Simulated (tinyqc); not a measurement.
What an interlayer buys: scattering of inversion-layer electrons by surface optical phonons of the gate insulator (remote phonon scattering). Computed by tinyqc, a small Python program. Command: `OMP_NUM_THREADS=1 python tinyqc.py 3112105 3112106 out.jsonl sophonon walk`. One thread of a shared host (Intel(R) Xeon(R) Processor @ 2.30GHz), about 0.01 s of CPU time with the checks.

One subband with the Fang-Howard envelope; insulator and channel are half-spaces, the gate is far away, and an interlayer only moves the polar surface away by t (its own modes and its permittivity contrast are left out).

Inputs (values chosen for the exercise, modelled on HfO2 on silicon):
```
quantity,value,unit
static constant of the insulator eps_0s,21.4,-
intermediate constant eps_i,6.69,-
optical constant eps_inf,5.07,-
hbar omega_TO1,12.5,meV
hbar omega_TO2,48.6,meV
constant of the channel eps_s,11.7,-
in-plane mass m,0.187,m_0
valleys g_v,2,-
sheet density n,1e+12,1/cm^2
mean distance of the electrons z0 = 3/b,1.7,nm
interlayer thickness t,0,nm
temperature T,300,K
mobility from other processes,580,cm^2/(V s)
```

Screening by the channel electrons: none.

Constants: k_B = 8.617333262e-05 eV/K; hbar^2/(2 m_0) = 3.80998212 eV angstrom^2; e^2/(4 pi eps_0) = 14.39964548 eV angstrom; hbar = 6.582119569e-16 eV s; e = 1.602176634e-19 C; m_0 = 9.1093837015e-31 kg.

Method:
- eps(w) = eps_inf + (eps_0s - eps_i) w1^2/(w1^2 - w^2) + (eps_i - eps_inf) w2^2/(w2^2 - w^2). Surface modes solve eps(w) + eps_s = 0, a quadratic in w^2; the strength of a mode is g = 2/(w d eps/dw).
- Occupation N = 1/(exp(hbar w/(k_B T)) - 1).
- Density of states D = g_v m/(pi hbar^2); eta = E_F/(k_B T) = ln(exp(n/(D k_B T)) - 1); screening wave number q_s = e^2 D/(2 eps_0 eps_avg) x 1/(1 + exp(-eta)), eps_avg = (eps_s + eps_inf)/2; b = 3/z0.
- For a mode of strength g, without the occupation factor, Area x |M(q)|^2 = e^2 hbar w g/(2 eps_0 q) x (b/(b + q))^6 exp(-2 q t).
- Approximate momentum relaxation rate, taking tau v alike in the initial and final states: 1/tau = (m/(2 pi hbar^3)) sum over modes and over absorption (N, E' = E + hbar w) and emission (N + 1, E' = E - hbar w > 0) of [(1 - f(E'))/(1 - f(E))] int_0^(2 pi) Area |M(q)|^2 (1 - cos theta) d theta, q^2 = k^2 + k'^2 - 2 k k' cos theta, f the Fermi function; 48 midpoints in theta from 0 to pi.
- mu = (e/m) int tau E f (1 - f) dE/(k_B T int f dE), by 300 midpoints from 0 to (max(eta, 0) + 14) k_B T; Matthiessen sum with the other processes.

hbar omega_SO (meV): 1 16.7264, 2 51.0261

strengths g: 1 0.0235890, 2 0.0058298

occupations N: 1 1.09913, 2 0.16135

b = 1.76471 1/nm

q_s = 0.369725 1/nm

eta = -1.26962

Against the interlayer thickness:
```
t (nm),remote-phonon mobility (cm^2/(V s)),total (cm^2/(V s))
0.0,1277,398.90
0.3,1899,444.32
0.6,2729,478.34
1.0,4201,509.63
1.5,6702,533.81
2.0,10040,548.32
3.0,19722,563.43
```

What does the comparison show, and why?

1 nm of interlayer raises the remote-phonon mobility by a factor 3.29, as exp(2 q t) with an effective q of 0.60 per nm; between 2 and 3 nm the effective q is 0.34. The total goes from 399 to 510 over the first nanometre.

Extremes, crossings and ranges named in words are read from the listed rows.
